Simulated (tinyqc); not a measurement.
Metal gate on a two-layer dielectric stack with fixed charge and a dipole: one step of the calculation.

Gate, layer 2, layer 1, p-type semiconductor; x runs from the gate inwards. Charges are counted in units of +q. psi is the band bending at the surface, positive towards inversion. Classical charge, Boltzmann statistics, no interface traps.

Question. Flat-band voltage, term by term. EOT = 3.9 (t1/e1 + t2/e2), Cox = eps0/(t1/e1 + t2/e2); phi_ms = pM - (chi + Eg - Vt ln(Nv/Na)). Vfb = phi_ms + Vd - (q/eps0) [Q1 (t1/e1 + t2/e2) + Q2 t2/e2 + r1 (t1^2/(2 e1) + t1 t2/e2) + r2 t2^2/(2 e2)]: each charge counts with its electrical distance from the gate.

Parameters, values chosen for the exercise; band and dielectric values close to those of silicon, layer 1 close to silicon nitride, layer 2 close to zirconium oxide:
```
symbol    value   unit                                               meaning
T           350      K                                           temperature
Eg         1.14     eV                                              band gap
Nv      3.28e19  cm^-3                   valence-band density of states at T
chi        4.04     eV                                     electron affinity
Na         1e17  cm^-3                                      acceptor density
pM          5.1     eV                       work function of the gate metal
t1          1.4     nm       thickness of layer 1, next to the semiconductor
e1         7.77                             relative permittivity of layer 1
t2          4.6     nm                thickness of layer 2, next to the gate
e2         25.2                             relative permittivity of layer 2
Q1       6.5e11  cm^-2           fixed charge at the semiconductor interface
Q2        -5e11  cm^-2                       fixed charge between the layers
r1        -1e19  cm^-3                     uniform charge density in layer 1
r2            0  cm^-3                     uniform charge density in layer 2
Vd            0      V  flat-band shift by a dipole layer between the layers
```

Constants: q = 1.602176634e-19 C, kB = 1.380649e-23 J/K, Vt = kB T/q, eps0 = 8.8541878128e-14 F/cm where lengths are in cm. Results are converted to the units shown.

Give: terms; Vfb.

Answer.

terms (V): phi_ms 0.094721, dipole 0.000000, Q1 -0.042663, Q2 0.016515, r1 0.069066, r2 0.000000
Vfb = 0.13764 V

Apart from phi_ms the largest term is that of r1, 69.1 mV; all charges and the dipole together move Vfb by 42.9 mV.

Numbers from tinyqc (`OMP_NUM_THREADS=1 python tinyqc.py 2010135 2010136 out.jsonl`; about 0.01 s on one thread of a shared Intel Xeon 2.30GHz).
